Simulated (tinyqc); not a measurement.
Inside a calculation. Method: Luttinger-Kohn k.p, four valence bands. One step of it, computed by the program tinyqc.

Task: Levels at k. Diagonalise the Hermitian matrix.

H(k) at k (eV):
```
                      3/2                  1/2                 -1/2                 -3/2
3/2              0.040615   0.014127-0.000764i  -0.016484+0.002569i             0.000000
1/2    0.014127+0.000764i             0.024844             0.000000  -0.016484+0.002569i
-1/2  -0.016484-0.002569i             0.000000             0.024844  -0.014127+0.000764i
-3/2             0.000000  -0.016484-0.002569i  -0.014127-0.000764i             0.040615
```

Give: eigenvalues.

Result:

eigenvalues (eV): 0.009  0.009  0.056  0.056
